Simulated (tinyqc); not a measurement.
Worked calculation: LDA (VWN5) atom on a uniform radial grid, spin-unpolarised, for He. Computed by tinyqc, a small Python program that keeps every step. Settings: Z = 2, points = 128, R = 13.3, functional = lda,vwn, mixing = 0.6, iteration cap = 51. Command: `OMP_NUM_THREADS=1 python tinyqc.py 21612 21613 out.jsonl` (the two numbers bound the seeds that draw the settings). One thread of a shared host (Intel(R) Xeon(R) Processor @ 2.60GHz), about 0.06 s of CPU time with the checks. Later iterations appear only in the table of the cycle.

## Iteration 1

Spherical atom on a uniform radial grid r_j = j h with h = R/(N + 1), h sum u^2 = 1 and integrals as h times sums, u(0) = u(R) = 0 (atomic units):

| parameter | value |
|---|---|
| Z | 2 |
| points N | 128 |
| R | 13.300000 |
| h | 0.103101 |
| mixing | 0.600000 |
| electrons in 1s | 2 |

Three-point differences turn -u''/2 + [l(l+1)/2r^2 - Z/r + V] u = e u into a tridiagonal matrix (diagonal 1/h^2 + potential, off-diagonal -1/2h^2). D = sum f u^2; the Hartree potential y/r solves y'' = -D/r with y(0) = 0, y(R) = N_e; v_xc comes from rho = D/(4 pi r^2); E = sum f e - int D V + int D (V_H/2 + eps_xc); V(new) = V + mixing (V_H + v_xc - V).

eigenvalues (hartree): 1s -1.979181

Every 8th grid point:

| r | V in | u(1s) | D | V_H | v_xc |
|---|---|---|---|---|---|
| 0.824806 | 0.000000 | 0.897368 | 1.610538 | 2.185270 | -0.630397 |
| 1.649612 | 0.000000 | 0.348791 | 0.243310 | 1.205088 | -0.230994 |
| 2.474419 | 0.000000 | 0.101677 | 0.020676 | 0.808016 | -0.086612 |
| 3.299225 | 0.000000 | 0.026347 | 0.001388 | 0.606194 | -0.032408 |
| 4.124031 | 0.000000 | 0.006400 | 0.000082 | 0.484962 | -0.011841 |
| 4.948837 | 0.000000 | 0.001493 | 4.46e-06 | 0.404135 | -0.004205 |
| 5.773643 | 0.000000 | 0.000338 | 2.29e-07 | 0.346402 | -0.001461 |
| 6.598450 | 0.000000 | 0.000075 | 1.13e-08 | 0.303102 | -0.000500 |
| 7.423256 | 0.000000 | 0.000016 | 5.40e-10 | 0.269424 | -0.000170 |
| 8.248062 | 0.000000 | 3.55e-06 | 2.52e-11 | 0.242481 | -0.000057 |
| 9.072868 | 0.000000 | 7.59e-07 | 0 | 0.220437 | -0.000009 |
| 9.897674 | 0.000000 | 1.61e-07 | 0 | 0.202068 | 0.000000 |
| 10.722481 | 0.000000 | 3.39e-08 | 0 | 0.186524 | 0.000000 |
| 11.547287 | 0.000000 | 7.08e-09 | 0 | 0.173201 | 0.000000 |
| 12.372093 | 0.000000 | 1.43e-09 | 0 | 0.161654 | 0.000000 |
| 13.196899 | 0.000000 | 9.95e-11 | 0 | 0.151551 | 0.000000 |

total energy = -2.65557148 hartree

## Iteration 2

As before.

eigenvalues (hartree): 1s -0.983292

Every 8th grid point:

| r | V in | u(1s) | D | V_H | v_xc |
|---|---|---|---|---|---|
| 0.824806 | 0.932924 | 0.879186 | 1.545938 | 2.061088 | -0.622414 |
| 1.649612 | 0.584456 | 0.450118 | 0.405213 | 1.191784 | -0.269539 |
| 2.474419 | 0.432843 | 0.183266 | 0.067173 | 0.806820 | -0.123099 |
| 3.299225 | 0.344272 | 0.068432 | 0.009366 | 0.606091 | -0.057571 |
| 4.124031 | 0.283872 | 0.024473 | 0.001198 | 0.484953 | -0.027059 |
| 4.948837 | 0.239958 | 0.008535 | 0.000146 | 0.404135 | -0.012646 |
| 5.773643 | 0.206965 | 0.002928 | 0.000017 | 0.346402 | -0.005857 |
| 6.598450 | 0.181561 | 0.000993 | 1.97e-06 | 0.303101 | -0.002691 |
| 7.423256 | 0.161552 | 0.000334 | 2.23e-07 | 0.269424 | -0.001230 |
| 8.248062 | 0.145454 | 0.000112 | 2.49e-08 | 0.242481 | -0.000560 |
| 9.072868 | 0.132257 | 0.000037 | 2.74e-09 | 0.220437 | -0.000254 |
| 9.897674 | 0.121241 | 0.000012 | 3.00e-10 | 0.202068 | -0.000116 |
| 10.722481 | 0.111914 | 4.03e-06 | 3.24e-11 | 0.186524 | -0.000052 |
| 11.547287 | 0.103921 | 1.31e-06 | 0 | 0.173201 | -0.000024 |
| 12.372093 | 0.096992 | 3.98e-07 | 0 | 0.161654 | 0.000000 |
| 13.196899 | 0.090930 | 3.45e-08 | 0 | 0.151551 | 0.000000 |

total energy = -2.78729699 hartree

## Iteration 3

As before.

eigenvalues (hartree): 1s -0.690807

Every 8th grid point:

| r | V in | u(1s) | D | V_H | v_xc |
|---|---|---|---|---|---|
| 0.824806 | 1.236374 | 0.864025 | 1.493080 | 2.011751 | -0.615711 |
| 1.649612 | 0.787130 | 0.478355 | 0.457647 | 1.183753 | -0.279673 |
| 2.474419 | 0.583370 | 0.216748 | 0.093960 | 0.805713 | -0.136081 |
| 3.299225 | 0.466821 | 0.091382 | 0.016702 | 0.605948 | -0.068442 |
| 4.124031 | 0.388285 | 0.037243 | 0.002774 | 0.484935 | -0.034912 |
| 4.948837 | 0.330876 | 0.014907 | 0.000444 | 0.404132 | -0.017862 |
| 5.773643 | 0.287113 | 0.005904 | 0.000070 | 0.346401 | -0.009120 |
| 6.598450 | 0.252870 | 0.002323 | 0.000011 | 0.303101 | -0.004642 |
| 7.423256 | 0.225537 | 0.000909 | 1.65e-06 | 0.269424 | -0.002356 |
| 8.248062 | 0.203335 | 0.000355 | 2.52e-07 | 0.242481 | -0.001194 |
| 9.072868 | 0.185013 | 0.000138 | 3.81e-08 | 0.220437 | -0.000605 |
| 9.897674 | 0.169668 | 0.000054 | 5.75e-09 | 0.202068 | -0.000307 |
| 10.722481 | 0.156649 | 0.000021 | 8.60e-10 | 0.186524 | -0.000155 |
| 11.547287 | 0.145475 | 0.000008 | 1.25e-10 | 0.173201 | -0.000078 |
| 12.372093 | 0.135789 | 2.74e-06 | 1.51e-11 | 0.161654 | -0.000037 |
| 13.196899 | 0.127303 | 2.54e-07 | 0 | 0.151551 | 0.000000 |

total energy = -2.79858031 hartree

## Convergence

Stop when input and output potentials agree to 1e-7.

Course of the cycle (hartree):

| iteration | E | e(1s) | largest \|V(out) - V(in)\| |
|---|---|---|---|
| 1 | -2.65557148 | -1.979181 | 2.36e+00 |
| 2 | -2.78729699 | -0.983292 | 6.04e-01 |
| 3 | -2.79858031 | -0.690807 | 1.63e-01 |
| 4 | -2.79917665 | -0.604398 | 5.41e-02 |
| 5 | -2.79922031 | -0.576364 | 1.99e-02 |
| 6 | -2.79922603 | -0.566367 | 7.58e-03 |
| 7 | -2.79922694 | -0.562615 | 2.94e-03 |
| 8 | -2.79922708 | -0.561178 | 1.14e-03 |
| 9 | -2.79922711 | -0.560623 | 4.46e-04 |
| 10 | -2.79922711 | -0.560409 | 1.74e-04 |
| 11 | -2.79922711 | -0.560326 | 6.78e-05 |
| 12 | -2.79922711 | -0.560294 | 2.64e-05 |
| 13 | -2.79922711 | -0.560281 | 1.03e-05 |
| 14 | -2.79922711 | -0.560277 | 4.01e-06 |
| 15 | -2.79922711 | -0.560275 | 1.56e-06 |
| 16 | -2.79922711 | -0.560274 | 6.07e-07 |
| 17 | -2.79922711 | -0.560274 | 2.36e-07 |
| 18 | -2.79922711 | -0.560274 | 9.16e-08 |

Converged in 18 iterations. A uniform grid resolves the cusp poorly: for a bare nucleus this grid gives 1s at -1.97918 against -Z^2/2 = -2 hartree. Before convergence this energy mixes input and output and is not variational, so it may rise towards its limit.
